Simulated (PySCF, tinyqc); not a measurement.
Orbital energy against energy difference: ionisation energy by orbital energies and by energy differences in the 6-31g* basis, for Be, spin multiplicity 1. Computed by the program tinyqc with PySCF. 

Geometry (angstrom):
```
atom,x,y,z
Be,0.0000,0.0000,0.0000
```

CCSD(T) difference in the same basis = 9.1884 eV

IP-EOM-CCSD = 9.1901 eV

The cation is unrestricted; errors are against CCSD(T) in this basis, not against experiment.

First vertical ionisation energy (eV):
```
method,-e(HOMO),E(cation) - E,error of -e(HOMO),error of the difference
HF,8.199,7.92813,-0.990,-1.260
LDA,5.328,8.94119,-3.861,-0.247
PBE,5.377,8.94022,-3.811,-0.248
B3LYP,6.090,9.04926,-3.099,-0.139
PBE0,6.278,8.90938,-2.910,-0.279
CAM-B3LYP,7.469,9.04689,-1.719,-0.141
LC-wPBE,8.767,8.97834,-0.421,-0.210
```

Koopmans errs by -0.99 eV and Delta-HF by -1.26 eV: relaxation, 0.27 eV, lowers the value and the missing correlation difference works against it. The PBE level is off by -3.8 eV through the wrong tail of its potential, though its energy difference is off by -0.25 eV; exact exchange deepens the level, and among the orbital energies LC-wPBE comes closest; among the differences B3LYP does. The restricted reference is unstable here: a spin-polarised solution lies 0.0006 hartree lower (PySCF), so results built on it describe a poor reference.
